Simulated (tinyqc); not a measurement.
MOS structure on a p-type body, non-linear Poisson equation by Newton steps: one step of the calculation.

One dimension, insulator interface at x = 0, acceptor density Na, uniform, net doping C = -(acceptor density). psi is counted from the intrinsic level: n = ni exp((psi - Vb)/Vt), p = ni exp(-psi/Vt); deep in the body psi_b = -Vt ln(Na/ni). The gate acts through Cox = eps0 eox/tox and has the potential psi_G = Vg - (phiM - chi - Vt ln(Nc/ni)). Boltzmann statistics, full ionisation, classical densities, no oxide or interface charge.

Question. Newton step. Solve the tridiagonal system a_(i-1) d_(i-1) + b_i d_i + a_i d_(i+1) = -F_i for nodes 0 to 14, with d = 0 on fixed nodes. If the largest |d| exceeds 4 Vt, the whole step is scaled down so that it equals 4 Vt.

Parameters, values chosen for the exercise:
- T = 300 K (temperature)

Constants: q = 1.602176634e-19 C, kB = 1.380649e-23 J/K, Vt = kB T/q. Results are converted to the units shown.

coupling a_i, interval 0 to 14 (F/cm^2): [2.5677145e-5, 1.5801320e-5, 9.7817694e-6, 5.9714290e-6, 3.7078909e-6, 2.2773521e-6, 1.4069668e-6, 8.6309730e-7, 5.3216880e-7, 3.2709738e-7, 2.0138937e-7, 1.2374528e-7, 7.6648193e-8, 4.7114027e-8, 2.9095915e-8]

```
node  diagonal b (F/cm^2)  residual F (C/cm^2)
0           -2.6084276e-5         2.2149972e-7
1           -4.1480640e-5       -5.6232935e-11
2           -2.5586283e-5       -8.2573514e-11
3           -1.5757645e-5       -1.1495552e-10
4           -9.6848956e-6       -1.4414159e-10
5           -5.9912376e-6       -1.5497195e-10
6           -3.6893358e-6       -1.2969640e-10
7           -2.2729102e-6       -7.3575969e-11
8           -1.3961390e-6       -2.2567094e-11
9           -8.5937419e-7       -2.7921802e-12
10          -5.2849052e-7       -9.5958442e-14
11          -3.2514448e-7        2.5284123e-13
12          -2.0926938e-7        2.2946016e-10
13          -8.9725027e-7         7.8679222e-9
14          -1.3324734e-6        1.4966522e-12
```

psi at the start, node 0 to 15 (V): [0.34189549, 0.34033963, 0.33781514, 0.33374700, 0.32710938, 0.31648860, 0.29937810, 0.27216004, 0.22905614, 0.16248273, 0.06298755, -0.07534114, -0.23887363, -0.34186373, -0.34189549, -0.34189549]

Wanted: Newton step d, before damping; psi after iteration 1.

Answer.

Newton step d, before damping, node 0 to 14 (V): [0.4748, 0.4737, 0.4720, 0.4694, 0.4655, 0.4599, 0.4522, 0.4413, 0.4252, 0.3997, 0.3584, 0.2914, 0.1823, 0.0244, 0.0009]
psi after iteration 1, node 0 to 15 (V): [0.4453, 0.4435, 0.4406, 0.4360, 0.4285, 0.4167, 0.3979, 0.3683, 0.3217, 0.2495, 0.1411, -0.0119, -0.1992, -0.3366, -0.3417, -0.3419]

Numbers from tinyqc (`OMP_NUM_THREADS=1 python tinyqc.py 2080092 2080093 out.jsonl`; about 0.3 s on one thread of a shared Intel Xeon 2.30GHz).
